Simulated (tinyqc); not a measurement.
Worked calculation: UKS/BP86 in the sto-6g basis, for BeH, spin multiplicity 2. One step of it, computed by the program tinyqc.

Problem. Iteration 1: diagonalisation and new density. Diagonalise F' = X^T F X, C = X C', fill 3 alpha and 2 beta electrons from the bottom; D(s) = C_occ C_occ^T; the new density keeps 0.2 of the old one (damping). Each column has its largest component positive (the first on a tie).

F(alpha) (hartree):
```
,1Be 1s,1Be 2s,1Be 2px,1Be 2py,1Be 2pz,2H 1s
1Be 1s,-3.667969,-1.037542,0.000000,0.000000,0.013775,-0.066643
1Be 2s,-1.037542,-0.387261,0.000000,0.000000,0.028557,-0.112439
1Be 2px,0.000000,0.000000,0.047285,-0.026098,0.000000,0.000000
1Be 2py,0.000000,0.000000,-0.026098,0.069657,0.000000,0.000000
1Be 2pz,0.013775,0.028557,0.000000,0.000000,0.044993,-0.114277
2H 1s,-0.066643,-0.112439,0.000000,0.000000,-0.114277,-0.166056
```

F(beta) (hartree):
```
,1Be 1s,1Be 2s,1Be 2px,1Be 2py,1Be 2pz,2H 1s
1Be 1s,-3.658741,-1.028700,0.000000,0.000000,0.013254,-0.066247
1Be 2s,-1.028700,-0.332262,0.000000,0.000000,0.018044,-0.109945
1Be 2px,0.000000,0.000000,0.136478,0.011478,0.000000,0.000000
1Be 2py,0.000000,0.000000,0.011478,0.126762,0.000000,0.000000
1Be 2pz,0.013254,0.018044,0.000000,0.000000,0.063719,-0.113703
2H 1s,-0.066247,-0.109945,0.000000,0.000000,-0.113703,-0.166074
```

X:
```
,1Be 1s,1Be 2s,1Be 2px,1Be 2py,1Be 2pz,2H 1s
1Be 1s,1.026153,-0.136485,0.000000,0.000000,-0.004673,0.017016
1Be 2s,-0.136485,1.050154,0.000000,0.000000,0.031575,-0.132946
1Be 2px,0.000000,0.000000,1.000000,0.000000,0.000000,0.000000
1Be 2py,0.000000,0.000000,0.000000,1.000000,0.000000,0.000000
1Be 2pz,-0.004673,0.031575,0.000000,0.000000,1.040539,-0.171583
2H 1s,0.017016,-0.132946,0.000000,0.000000,-0.171583,1.064053
```

D(alpha) at the start:
```
,1Be 1s,1Be 2s,1Be 2px,1Be 2py,1Be 2pz,2H 1s
1Be 1s,0.989023,0.002847,0.000000,0.000000,-0.072401,-0.059065
1Be 2s,0.002847,0.131405,0.000000,0.000000,0.232801,0.162372
1Be 2px,0.000000,0.000000,0.692005,0.461664,0.000000,0.000000
1Be 2py,0.000000,0.000000,0.461664,0.307995,0.000000,0.000000
1Be 2pz,-0.072401,0.232801,0.000000,0.000000,0.418502,0.292564
2H 1s,-0.059065,0.162372,0.000000,0.000000,0.292564,0.204597
```

D(beta) at the start:
```
,1Be 1s,1Be 2s,1Be 2px,1Be 2py,1Be 2pz,2H 1s
1Be 1s,0.989023,0.002847,0.000000,0.000000,-0.072401,-0.059065
1Be 2s,0.002847,0.131405,0.000000,0.000000,0.232801,0.162372
1Be 2px,0.000000,0.000000,0.000000,0.000000,0.000000,0.000000
1Be 2py,0.000000,0.000000,0.000000,0.000000,0.000000,0.000000
1Be 2pz,-0.072401,0.232801,0.000000,0.000000,0.418502,0.292564
2H 1s,-0.059065,0.162372,0.000000,0.000000,0.292564,0.204597
```

overlap S:
```
,1Be 1s,1Be 2s,1Be 2px,1Be 2py,1Be 2pz,2H 1s
1Be 1s,1.000000,0.254764,0.000000,0.000000,0.000000,0.016162
1Be 2s,0.254764,1.000000,0.000000,0.000000,0.000000,0.233065
1Be 2px,0.000000,0.000000,1.000000,0.000000,0.000000,0.000000
1Be 2py,0.000000,0.000000,0.000000,1.000000,0.000000,0.000000
1Be 2pz,0.000000,0.000000,0.000000,0.000000,1.000000,0.309754
2H 1s,0.016162,0.233065,0.000000,0.000000,0.309754,1.000000
```

Give: F' = X^T F X; orbital energies; coefficients C; F' = X^T F X; orbital energies; coefficients C; D(alpha) after iteration 1; D(beta) after iteration 1.

Solution.

F' = X^T F X (alpha) (hartree):
```
,1,2,3,4,5,6
1,-3.5809,-0.5626,0.0000,0.0000,0.0028,0.0129
2,-0.5626,-0.1692,0.0000,0.0000,0.0569,-0.0807
3,0.0000,0.0000,0.0473,-0.0261,0.0000,0.0000
4,0.0000,0.0000,-0.0261,0.0697,0.0000,0.0000
5,0.0028,0.0569,0.0000,0.0000,0.0873,-0.1166
6,0.0129,-0.0807,0.0000,0.0000,-0.1166,-0.1175
```

orbital energies (alpha) (hartree): MO1 -3.6713, MO2 -0.1975, MO3 -0.0813, MO4 0.0301, MO5 0.0869, MO6 0.1697

coefficients C (alpha):
```
,MO1,MO2,MO3,MO4,MO5,MO6
1Be 1s,0.9915,-0.1239,-0.2490,0.0000,0.0000,-0.1071
1Be 2s,0.0318,0.3863,0.8952,0.0000,0.0000,0.4343
1Be 2px,0.0000,0.0000,0.0000,0.8349,-0.5505,0.0000
1Be 2py,0.0000,0.0000,0.0000,0.5505,0.8349,0.0000
1Be 2pz,-0.0029,0.1360,-0.4229,0.0000,0.0000,0.9570
2H 1s,-0.0038,0.7963,-0.3508,0.0000,0.0000,-0.6500
```

F' = X^T F X (beta) (hartree):
```
,1,2,3,4,5,6
1,-3.5726,-0.5619,0.0000,0.0000,0.0037,0.0127
2,-0.5619,-0.1122,0.0000,0.0000,0.0473,-0.0835
3,0.0000,0.0000,0.1365,0.0115,0.0000,0.0000
4,0.0000,0.0000,0.0115,0.1268,0.0000,0.0000
5,0.0037,0.0473,0.0000,0.0000,0.1067,-0.1178
6,0.0127,-0.0835,0.0000,0.0000,-0.1178,-0.1175
```

orbital energies (beta) (hartree): MO1 -3.6616, MO2 -0.1913, MO3 -0.0287, MO4 0.1192, MO5 0.1441, MO6 0.1860

coefficients C (beta):
```
,MO1,MO2,MO3,MO4,MO5,MO6
1Be 1s,0.9922,-0.0929,-0.2570,0.0000,0.0000,-0.1133
1Be 2s,0.0293,0.2768,0.9237,0.0000,0.0000,0.4577
1Be 2px,0.0000,0.0000,0.0000,-0.5524,0.8336,0.0000
1Be 2py,0.0000,0.0000,0.0000,0.8336,0.5524,0.0000
1Be 2pz,-0.0027,0.1650,-0.4242,0.0000,0.0000,0.9519
2H 1s,-0.0034,0.8417,-0.2476,0.0000,0.0000,-0.6401
```

D(alpha) after iteration 1:
```
,1Be 1s,1Be 2s,1Be 2px,1Be 2py,1Be 2pz,2H 1s
1Be 1s,1.0462,-0.1909,0.0000,0.0000,0.0540,-0.0239
1Be 2s,-0.1909,0.7875,0.0000,0.0000,-0.2144,0.0272
1Be 2px,0.0000,0.0000,0.1384,0.0923,0.0000,0.0000
1Be 2py,0.0000,0.0000,0.0923,0.0616,0.0000,0.0000
1Be 2pz,0.0540,-0.2144,0.0000,0.0000,0.2416,0.2638
2H 1s,-0.0239,0.0272,0.0000,0.0000,0.2638,0.6466
```

D(beta) after iteration 1:
```
,1Be 1s,1Be 2s,1Be 2px,1Be 2py,1Be 2pz,2H 1s
1Be 1s,0.9923,0.0033,0.0000,0.0000,-0.0289,-0.0771
1Be 2s,0.0033,0.0883,0.0000,0.0000,0.0830,0.2188
1Be 2px,0.0000,0.0000,0.0000,0.0000,0.0000,0.0000
1Be 2py,0.0000,0.0000,0.0000,0.0000,0.0000,0.0000
1Be 2pz,-0.0289,0.0830,0.0000,0.0000,0.1055,0.1696
2H 1s,-0.0771,0.2188,0.0000,0.0000,0.1696,0.6077
```
